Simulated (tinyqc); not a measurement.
Square on-chip spiral inductor, lumped pi model: one step of the calculation.

Outer diameter do = di + 2 n wd + 2 (n - 1) sp, mean da = (do + di)/2, fill p = (do - di)/(do + di), length l = 4 n da. L = 2.34 mu0 n^2 da/(1 + 2.75 p), mu0 = 4 pi 1e-7 H/m. Rs = rho l/(wd delta (1 - exp(-th/delta))), delta = sqrt(rho/(pi f mu0)). Cs = n wd^2 eps0 eo/hu across the coil. At each end Cox = l wd eps0 eo/(2 ho) leads to the substrate branch Rsi = 2 rs he/(l wd) in parallel with Csi = l wd eps0 11.7/(2 he). With one end grounded Y = 1/(Rs + i w L) + i w Cs + 1/[1/(i w Cox) + 1/(1/Rsi + i w Csi)], w = 2 pi f; Q = -Im Y/Re Y. Eddy currents in neighbouring turns and in the substrate are left out.

Problem. Geometry and model elements. do, l, L, delta, Rs, Cs, Cox, Rsi and Csi as defined.

Values chosen for this exercise; values of the order met in silicon radio-frequency processes:
- n = 4.5 (number of turns)
- wd = 15 um (line width)
- sp = 3 um (space between turns)
- di = 100 um (inner diameter)
- th = 3 um (metal thickness)
- rho = 3 uohm cm (metal resistivity)
- ho = 10 um (oxide below the coil)
- hu = 1.5 um (oxide between coil and underpass)
- eo = 3 (relative permittivity of the oxide)
- rs = 100 ohm cm (substrate resistivity)
- he = 50 um (effective spreading depth in the substrate)
- f = 9.3 GHz (frequency)

Constants: eps0 = 8.8541878128e-12 F/m. Results are converted to the units shown.

Wanted: do; l; L; delta; Rs; Cs; Cox; Rsi; Csi.

Solution.

do = 256.00 um
l = 3204.0 um
L = 4.8067 nH
delta = 0.90394 um
Rs = 7.3552 ohm
Cs = 17.930 fF
Cox = 63.830 fF
Rsi = 2080.7 ohm
Csi = 49.787 fF

Computed by the program tinyqc: `OMP_NUM_THREADS=1 python tinyqc.py 2302160 2302161 out.jsonl`, one thread of a shared Intel Xeon 2.30GHz, about 0.01 s for the whole run.
